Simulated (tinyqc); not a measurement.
From results back to parameters: conductance of a narrow metal strip with scatterers (square lattice, Green functions). Four cases, with inputs chosen for the exercise.

Problem. Boundaries with reflection R, a distance dg apart, add incoherently to the scattering in a one-dimensional channel: rho/rho0 = 1 + (lam/dg) R/(1 - R). The ratio comes from a hidden R.

Case 1.

Values chosen (out of a larger set: hopping and spacing of the size met in Cu or Al; the lattice is a model; not measured data): lam = 18 nm (bulk mean free path); dg = 44 nm (distance between boundaries).

rho/rho0 = 1.13636

Case 2.

Values chosen (out of a larger set: hopping and spacing of the size met in Cu or Al; the lattice is a model; not measured data): lam = 34 nm (bulk mean free path); dg = 46 nm (distance between boundaries).

rho/rho0 = 1.51363

Case 3.

Values chosen (out of a larger set: hopping and spacing of the size met in Cu or Al; the lattice is a model; not measured data): lam = 31 nm (bulk mean free path); dg = 40 nm (distance between boundaries).

rho/rho0 = 1.56121

Case 4.

Values chosen (out of a larger set: hopping and spacing of the size met in Cu or Al; the lattice is a model; not measured data): lam = 19 nm (bulk mean free path); dg = 43 nm (distance between boundaries).

rho/rho0 = 1.24855

Find: R; effective mean free path lam rho0/rho.

Solution. y = (rho/rho0 - 1) dg/lam = R/(1 - R), so R = y/(1 + y).

Case 1.

R = 0.250
effective mean free path lam rho0/rho = 15.84 nm

Case 2.

R = 0.410
effective mean free path lam rho0/rho = 22.46 nm

Case 3.

R = 0.420
effective mean free path lam rho0/rho = 19.86 nm

Case 4.

R = 0.360
effective mean free path lam rho0/rho = 15.22 nm

Computed by tinyqc, one run a case: `OMP_NUM_THREADS=1 python tinyqc.py N N+1 out.jsonl` with N = 1480785, 1480901, 1480946, 1480981; one thread of a shared Intel(R) Xeon(R) Processor @ 2.30GHz, about 0.01 s a run at most.
